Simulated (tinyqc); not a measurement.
Complex band structure along [001] in sp3s* tight binding: sweeps and comparisons. A value that a table varies takes the place of the one given here.

For k = (0, 0, kz) the phase sums are g0 = cos(phi) and g3 = i sin(phi), phi = kz a/4, and the s, pz, s* orbitals of anion (a) and cation (c) decouple from px, py. With z = exp(i phi), H(z) = H0 + z T + T^T/z for any complex z. H0 is diagonal (Esa, Epa, Exa, Esc, Epc, Exc). The anion-cation block is B(z) = z U + W/z and the cation-anion block z W^T + U^T/z, where U has Vss/2 (s,s), Vsapc/2 (s,z), -Vscpa/2 (z,s), Vxx/2 (z,z), Vxapc/2 (s*,z), -Vpaxc/2 (z,s*), and W has the same values with the s-z and s*-z signs reversed. |z| = 1 is a band state, |z| < 1 decays along [001] as exp(-kappa d) over a distance d, kappa = -(4/a) ln|z|. No spin-orbit coupling.

Constants: hbar^2/2m0 = 3.80998211 eV angstrom^2.

Values chosen for the exercise (out of a larger set: near a published set for GaAs, fitted to gaps, whose masses and valley positions are rough (light masses up to twice too heavy); not measured data):

| symbol | value | unit | meaning |
|---|---|---|---|
| p | (-8.355, 1.043, -2.663, 3.669, 8.622, 6.74, -6.478, 1.958, 5.038, 4.473, 5.821, 4.88, 4.797) | eV | order Esa, Epa, Esc, Epc, Exa, Exc, Vss, Vxx, Vxy, Vsapc, Vscpa, Vxapc, Vpaxc |
| a | 5.651 | angstrom | lattice constant |
| dE | 1.1 | eV | E - Ev |

## Decay across the direct gap

Ev = -0.00148 eV
EG (direct gap) = 1.56809 eV

masses of this model, from the curvature at Gamma (m0): m_lh 0.08954, m_e 0.11946

kappa of the imaginary branch at Gamma against three formulas: parabolic from the valence edge, sqrt(m_lh E/c); parabolic from the conduction edge, sqrt(m_e (EG - E)/c); two-band (Franz), sqrt(m E (1 - E/EG)/c) with m = 2 m_lh m_e/(m_lh + m_e). E from Ev; c = hbar^2/2m0.

kappa (1/angstrom):

| E/EG | E (eV) | tight binding | parabolic, valence | parabolic, conduction | two-band |
|---|---|---|---|---|---|
| 0.05 | 0.0784 | 0.0420 | 0.0429 | 0.2161 | 0.0447 |
| 0.15 | 0.2352 | 0.0695 | 0.0743 | 0.2044 | 0.0733 |
| 0.25 | 0.3920 | 0.0852 | 0.0960 | 0.1920 | 0.0889 |
| 0.35 | 0.5488 | 0.0949 | 0.1136 | 0.1788 | 0.0979 |
| 0.50 | 0.7840 | 0.1014 | 0.1357 | 0.1568 | 0.1026 |
| 0.65 | 1.0193 | 0.0989 | 0.1548 | 0.1312 | 0.0979 |
| 0.75 | 1.1761 | 0.0913 | 0.1662 | 0.1109 | 0.0889 |
| 0.85 | 1.3329 | 0.0767 | 0.1770 | 0.0859 | 0.0733 |
| 0.95 | 1.4897 | 0.0478 | 0.1871 | 0.0496 | 0.0447 |

How do the results move?

The branch joins the light-hole and conduction bands and peaks, among these rows, at E/EG = 0.50 with kappa = 0.1014 1/angstrom. At mid-gap the parabola from the conduction edge is +55 % off and the two-band form +1.2 %; over 5 nm the parabola would misstate exp(-2 kappa d) by a factor 253.

## Band-to-band tunnelling in a uniform field

WKB at zero transverse momentum: T = exp(-2 I/(eF)), I = integral of kappa dE across the direct gap (8 Gauss-Legendre points in theta, E = EG sin^2 theta, 0 to pi/2); 1 MV/cm = 0.01 V/angstrom. The two-band form gives I = (pi/8) sqrt(m/c) EG^(3/2) with m = 2 m_lh m_e/(m_lh + m_e).

Tunnelling:

| F (MV/cm) | path EG/eF (angstrom) | exponent 2I/eF | T, tight binding | T, two-band |
|---|---|---|---|---|
| 0.50 | 313.6 | 50.206 | 1.57e-22 | 1.11e-22 |
| 0.75 | 209.1 | 33.471 | 2.91e-15 | 2.30e-15 |
| 1.00 | 156.8 | 25.103 | 1.25e-11 | 1.05e-11 |
| 1.50 | 104.5 | 16.735 | 5.39e-08 | 4.80e-08 |
| 2.00 | 78.4 | 12.552 | 3.54e-06 | 3.24e-06 |
| 3.00 | 52.3 | 8.368 | 0.000232 | 0.000219 |
| 4.00 | 39.2 | 6.276 | 0.00188 | 0.00180 |

I, tight binding = 0.125515 eV/angstrom
I, two-band = 0.126389 eV/angstrom

What does this show, and why?

The two-band integral is +0.70 % from the tight-binding one, which makes the two-band T 0.7049 times the other at 0.5 MV/cm and 0.9572 times at 4 MV/cm. Doubling the field from 1 to 2 MV/cm halves the exponent and raises T by a factor 2.83e+05.

## Energy and lattice constant

The slowest root of the s-pz block and the heavy-hole branch, sinh^2(kappa a/4) = ((E - Epa)(E - Epc) - Vxx^2)/(Vxx^2 - Vxy^2), at E = Ev + dE with Ev the lower root of [[Epa, Vxx], [Vxx, Epc]]; the couplings are kept when a changes. Each row changes one parameter from the base and keeps the others.

Results:

| case | slowest kappa (1/angstrom) | heavy-hole kappa (1/angstrom) |
|---|---|---|
| base | 0.0957 | 0.2954 |
| dE = 1.13 eV | 0.0941 | 0.2980 |
| a = 5.821 angstrom | 0.0929 | 0.2868 |

What can be read from the table?

The largest shifts from the base row, up to three for each result and ties (the steps differ in size, so this ranks the rows, not the parameters). slowest kappa (1/angstrom): a -0.0028, dE -0.0016. heavy-hole kappa (1/angstrom): a -0.0086, dE +0.0026. With the couplings fixed, kappa a stays, so kappa scales as 1/a.

(tinyqc, `OMP_NUM_THREADS=1 python tinyqc.py 1482441 1482442 out.jsonl`, Intel(R) Xeon(R) Processor @ 2.30GHz, 1 thread, shared host, about 0.01 s.)
